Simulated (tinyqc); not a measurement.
From results back to parameters: ellipsoidal valleys in the axes of a wafer and a channel.

Problem. A valley whose axis makes az^2 = 0.272727 with the surface normal has 1/mz = az^2/ml + (1 - az^2)/mt and mz md^2 = ml mt^2. Its confinement and density-of-states masses are given, and ml > mt.

mz, md (m0): 0.1016082  0.3229516

Find: ml mt^2; mt; ml.

Solution. Put ml = (mz md^2)/mt^2 into the first relation and solve for mt below (mz md^2)^(1/3), the value at which ml = mt; a scan of that range finds one root.

ml mt^2 = 0.010597
mt = 0.075 m0
ml = 1.884 m0

(tinyqc, `OMP_NUM_THREADS=1 python tinyqc.py 1850555 1850556 out.jsonl`, Intel(R) Xeon(R) Processor @ 2.30GHz, 1 thread, shared host, about 0.02 s.)
